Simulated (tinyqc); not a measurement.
Inside a calculation. Method: G0W0 on RHF in the 3-21g basis, for H2, spin multiplicity 1. Computed by tinyqc, a small Python program that keeps every step (integrals from PySCF). Settings: charge = 0, multiplicity = 1, basis = 3-21g, method = RHF, energy threshold = 1e-10, iteration cap = 75, orthogonalisation = canonical, start = atomic densities, DIIS depth = 6. Command: `OMP_NUM_THREADS=1 python tinyqc.py 28596 28597 out.jsonl` (the two numbers bound the seeds that draw the settings). One thread of a shared host (Intel(R) Xeon(R) Processor @ 2.60GHz), about 0.04 s of CPU time with the checks. The early iterations of the SCF are left out here.

## One-electron integrals

Geometry (angstrom):
```
atom         x         y         z
H     0.000000  0.000000  0.000000
H     0.000000  0.000000  0.855000
```

Basis 3-21g: exponents (1/bohr^2) and contraction coefficients of normalised primitives:
```
element  l (shell)  exponent  coefficient
H            s (1)  5.447178     0.156285
H            s (1)  0.824547     0.904691
H            s (2)  0.183192     1.000000
```

Overlap, kinetic and nuclear-attraction integrals over the contracted functions; the nuclear repulsion is the sum of Za Zb / Rab.

nuclear repulsion = 0.61892071 hartree

overlap S, order 1H 1s, 1H 2s, 2H 1s, 2H 2s:
$$\begin{pmatrix}
1.000000 & 0.645899 & 0.303236 & 0.435206 \\
0.645899 & 1.000000 & 0.435206 & 0.787324 \\
0.303236 & 0.435206 & 1.000000 & 0.645899 \\
0.435206 & 0.787324 & 0.645899 & 1.000000
\end{pmatrix}$$

kinetic energy T (hartree), order 1H 1s, 1H 2s, 2H 1s, 2H 2s:
$$\begin{pmatrix}
1.549405 & 0.293152 & 0.084047 & 0.145383 \\
0.293152 & 0.274788 & 0.145383 & 0.181859 \\
0.084047 & 0.145383 & 1.549405 & 0.293152 \\
0.145383 & 0.181859 & 0.293152 & 0.274788
\end{pmatrix}$$

nuclear attraction V (hartree), order 1H 1s, 1H 2s, 2H 1s, 2H 2s:
$$\begin{pmatrix}
-2.338145 & -1.174153 & -0.672207 & -0.819355 \\
-1.174153 & -1.198788 & -0.819355 & -0.995584 \\
-0.672207 & -0.819355 & -2.338145 & -1.174153 \\
-0.819355 & -0.995584 & -1.174153 & -1.198788
\end{pmatrix}$$

core Hamiltonian H = T + V (hartree), order 1H 1s, 1H 2s, 2H 1s, 2H 2s:
$$\begin{pmatrix}
-0.788740 & -0.881001 & -0.588160 & -0.673972 \\
-0.881001 & -0.924000 & -0.673972 & -0.813725 \\
-0.588160 & -0.673972 & -0.788740 & -0.881001 \\
-0.673972 & -0.813725 & -0.881001 & -0.924000
\end{pmatrix}$$

## Two-electron integrals

Functions are numbered as in S; the eight-fold symmetry (ij|kl) = (ji|kl) = (kl|ij) leaves the list below.

Two-electron integrals (ij|kl) in chemists' order, unique and non-zero (hartree):
```
(11|11) 1.140145   (21|11) 0.611403   (21|21) 0.345152   (22|11) 0.626370
(22|21) 0.380329   (22|22) 0.482957   (31|11) 0.274114   (31|21) 0.156996
(31|22) 0.176300   (31|31) 0.095676   (32|11) 0.286346   (32|21) 0.174421
(32|22) 0.219959   (32|31) 0.113510   (32|32) 0.156061   (33|11) 0.601573
(33|21) 0.375391   (33|22) 0.492067   (33|31) 0.274114   (33|32) 0.403903
(33|33) 1.140145   (41|11) 0.403903   (41|21) 0.229039   (41|22) 0.254289
(41|31) 0.113510   (41|32) 0.129129   (41|33) 0.286346   (41|41) 0.156061
(42|11) 0.461931   (42|21) 0.282572   (42|22) 0.365618   (42|31) 0.147880
(42|32) 0.196583   (42|33) 0.461931   (42|41) 0.196583   (42|42) 0.299375
(43|11) 0.375391   (43|21) 0.232971   (43|22) 0.306466   (43|31) 0.156996
(43|32) 0.229039   (43|33) 0.611403   (43|41) 0.174421   (43|42) 0.282572
(43|43) 0.345152   (44|11) 0.492067   (44|21) 0.306466   (44|22) 0.415865
(44|31) 0.176300   (44|32) 0.254289   (44|33) 0.626370   (44|41) 0.219959
(44|42) 0.365618   (44|43) 0.380329   (44|44) 0.482957
```

## Orthogonalisation

S = U s U^T; canonical form X = U s^(-1/2), so that X^T S X = 1. Each column of U has its largest component positive (the first on a tie).

eigenvalues of S: [0.133819, 0.437412, 0.775620, 2.653149]

X, order 1H 1s, 1H 2s, 2H 1s, 2H 2s:
$$\begin{pmatrix}
-0.677552 & 0.834514 & 0.751957 & 0.271369 \\
1.810332 & -0.668337 & 0.281435 & 0.338843 \\
0.677552 & 0.834514 & -0.751957 & 0.271369 \\
-1.810332 & -0.668337 & -0.281435 & 0.338843
\end{pmatrix}$$

## Iteration 5 (converged): orbitals

converged F (hartree), order 1H 1s, 1H 2s, 2H 1s, 2H 2s:
$$\begin{pmatrix}
0.156678 & -0.465171 & -0.476312 & -0.469448 \\
-0.465171 & -0.340376 & -0.469448 & -0.393486 \\
-0.476312 & -0.469448 & 0.156678 & -0.465171 \\
-0.469448 & -0.393486 & -0.465171 & -0.340376
\end{pmatrix}$$

Diagonalise F' = X^T F X, C = X C', fill 1 alpha and 1 beta electrons from the bottom; D = 2 C_occ C_occ^T. Each column has its largest component positive (the first on a tie).

F' = X^T F X (hartree):
$$\begin{pmatrix}
0.908314 & 0.000000 & -0.580875 & 0.000000 \\
0.000000 & 0.984295 & 0.000000 & -0.001934 \\
-0.580875 & 0.000000 & 0.727870 & 0.000000 \\
0.000000 & -0.001934 & 0.000000 & -0.559350
\end{pmatrix}$$

orbital energies (hartree): MO1 -0.559352, MO2 0.230252, MO3 0.984298, MO4 1.405931

coefficients C, order 1H 1s, 1H 2s, 2H 1s, 2H 2s:
$$\begin{pmatrix}
0.272414 & 0.130257 & 0.834173 & -1.003768 \\
0.338005 & 1.391504 & -0.668761 & 1.191731 \\
0.272414 & -0.130257 & 0.834173 & 1.003768 \\
0.338005 & -1.391504 & -0.668761 & -1.191731
\end{pmatrix}$$

D after iteration 5, order 1H 1s, 1H 2s, 2H 1s, 2H 2s:
$$\begin{pmatrix}
0.148419 & 0.184155 & 0.148419 & 0.184155 \\
0.184155 & 0.228495 & 0.184155 & 0.228495 \\
0.148419 & 0.184155 & 0.148419 & 0.184155 \\
0.184155 & 0.228495 & 0.184155 & 0.228495
\end{pmatrix}$$

## Convergence

Stop when the energy changes by less than 1e-10 hartree and every element of the error matrix X^T (F D S - S D F) X is below 3e-06.

Course of the cycle:
```
iteration  E (hartree)     change  largest element of the error matrix
1          -0.78352799          -                             1.54e-01
2          -1.11411697  -3.31e-01                             3.42e-02
3          -1.11455433  -4.37e-04                             4.28e-03
4          -1.11456130  -6.97e-06                             1.11e-06
5          -1.11456130  -3.77e-13                             4.75e-07
```

PySCF RHF in the same basis = -1.11456130 hartree

Converged in 5 iterations.

## Integrals over molecular orbitals

(pq|rs) = sum C_ip C_jq C_kr C_ls (ij|kl), one index at a time.

one-electron integrals over orbitals h = C^T H C (hartree):
$$\begin{pmatrix}
-1.174130 & 0.000000 & -0.150463 & 0.000000 \\
0.000000 & -0.583954 & 0.000000 & 0.200773 \\
-0.150463 & 0.000000 & -0.000740 & 0.000000 \\
0.000000 & 0.200773 & 0.000000 & 0.273193
\end{pmatrix}$$

Two-electron integrals over orbitals (pq|rs), unique and non-zero (hartree):
```
(11|11) 0.614778    (21|21) 0.100984    (22|11) 0.457595    (22|22) 0.415641
(31|11) 0.150463    (31|22) 0.063371    (31|31) 0.105751    (32|21) -0.003993
(32|32) 0.035039    (33|11) 0.545394    (33|22) 0.417218    (33|31) 0.129621
(33|33) 0.507409    (41|21) -0.080692   (41|32) -0.039220   (41|41) 0.119731
(42|11) -0.140733   (42|22) -0.066034   (42|31) -0.080910   (42|33) -0.116681
(42|42) 0.078025    (43|21) -0.109890   (43|32) -0.022401   (43|41) 0.127808
(43|43) 0.163196    (44|11) 0.626235    (44|22) 0.469859    (44|31) 0.189511
(44|33) 0.575720    (44|42) -0.169136   (44|44) 0.702037
```

## Screening: direct RPA

With D = e_a - e_i and K = (ia|jb): diagonalise D^(1/2) (D + 4K) D^(1/2) = Z w^2 Z^T; X + Y = D^(1/2) Z w^(-1/2), each column of Z with its largest component positive (the first on a tie); E_c = (sum w - tr (D + 2K)) / 2.

D^(1/2) (D + 4K) D^(1/2) (hartree^2), order 1>2, 1>3, 1>4:
$$\begin{pmatrix}
0.942422 & 0.000000 & -0.402074 \\
0.000000 & 3.035824 & 0.000000 \\
-0.402074 & 0.000000 & 4.803558
\end{pmatrix}$$

excitation energies w (hartree): [0.949209, 1.742362, 2.201132]

X + Y, order 1>2, 1>3, 1>4:
$$\begin{pmatrix}
0.907258 & 0.000000 & -0.061383 \\
0.000000 & 0.941250 & 0.000000 \\
0.147467 & 0.000000 & 0.939933
\end{pmatrix}$$

RPA correlation energy = -0.02938240 hartree

## G0W0 on Hartree-Fock: HOMO

W(p,q,m) = sqrt2 sum_ia (pq|ia) (X+Y)_ia,m; Sigma_c(x) = sum_(i,m) W^2/(x - e_i + w_m) + sum_(a,m) W^2/(x - e_a - w_m); solve x = e_p + Sigma_c(x) by Newton steps; Z = 1/(1 - dSigma/dx); 1 hartree = 27.211386 eV.

The 12 largest terms at x = e_p (hartree; W for the signs of X + Y given):
```
q  m          W       term
1  2   0.200286   0.023023
2  1   0.112739  -0.007310
4  3   0.166159  -0.006626
3  2   0.140768  -0.006030
2  3  -0.116027  -0.004501
4  1  -0.078562  -0.002118
```

Newton steps (hartree):
```
step          x  Sigma_c(x)         Z
0     -0.559352   -0.003563  0.977446
1     -0.562834   -0.003482  0.977422
2     -0.562834   -0.003482  0.977422
```

quasiparticle energy of the HOMO = -15.315499 eV

Hartree-Fock value = -15.220745 eV

## G0W0 on Hartree-Fock: LUMO

As before.

The 12 largest terms at x = e_p (hartree; W for the signs of X + Y given):
```
q  m          W       term
1  1   0.112739   0.007310
1  3  -0.116027   0.004501
2  2   0.084355  -0.004084
4  2  -0.107702  -0.003975
3  3  -0.051788  -0.000908
3  1  -0.013302  -0.000104
```

Newton steps (hartree):
```
step         x  Sigma_c(x)         Z
0     0.230252    0.002740  0.990312
1     0.232966    0.002714  0.990317
2     0.232966    0.002714  0.990317
```

quasiparticle energy of the LUMO = 6.339319 eV

Hartree-Fock value = 6.265470 eV
